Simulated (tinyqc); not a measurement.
Electroplating on a thin resistive seed layer: kinetics, Wagner number and the terminal effect across a wafer: one step, computed by the program tinyqc.

Current enters the seed at the rim. The bath is treated as a local resistance per area (no lateral flow in the liquid), two electrons per ion, molar volume 7.11 cm^3/mol, Faraday constant F = e N_A, kinematic viscosity 0.01 cm^2/s, omega = 2 pi x rpm/60; k_B T/e is in volts.

Problem. Rate, limit and resistances. Growth rate = i V_m/(2 F). Levich limit i_L = 0.62 x 2 F D^(2/3) omega^(1/2) nu^(-1/6) c. Tafel overpotential eta = (k_B T/(alpha e)) ln(i/i_0); kinetic resistance k_B T/(alpha e i); bath resistance h/kappa + plate; R_s = resistivity/t; Wagner number = kinetic resistance x kappa/R.

Inputs (values chosen for the exercise, of the order of those for copper plating from an acid sulfate bath): wafer radius R = 10 cm; seed thickness t = 10 nm; seed resistivity = 16 microohm cm; bath conductivity kappa = 0.35 S/cm; gap to the anode h = 5 cm; extra resistance of a porous plate = 42 ohm cm^2; exchange current density i_0 = 0.64 mA/cm^2; cathodic transfer coefficient alpha = 0.64; mean current density = 2.7 mA/cm^2; diffusivity of the metal ion = 5.3e-06 cm^2/s; metal ion concentration = 0.85 mol/L; rotation rate = 100 rpm; temperature T = 298 K.

Constants: e = 1.602176634e-19 C; N_A = 6.02214076e+23 1/mol; k_B = 8.617333262e-05 eV/K.

Give: growth rate; limiting current i_L; overpotential; kinetic resistance; bath resistance R_b; sheet resistance R_s; Wagner number.

Solution.

growth rate = 59.69 nm/min

limiting current i_L = 215.5 mA/cm^2

overpotential = 57.76 mV

kinetic resistance = 14.86 ohm cm^2

bath resistance R_b = 56.29 ohm cm^2

sheet resistance R_s = 16 ohm/square

Wagner number = 0.5201
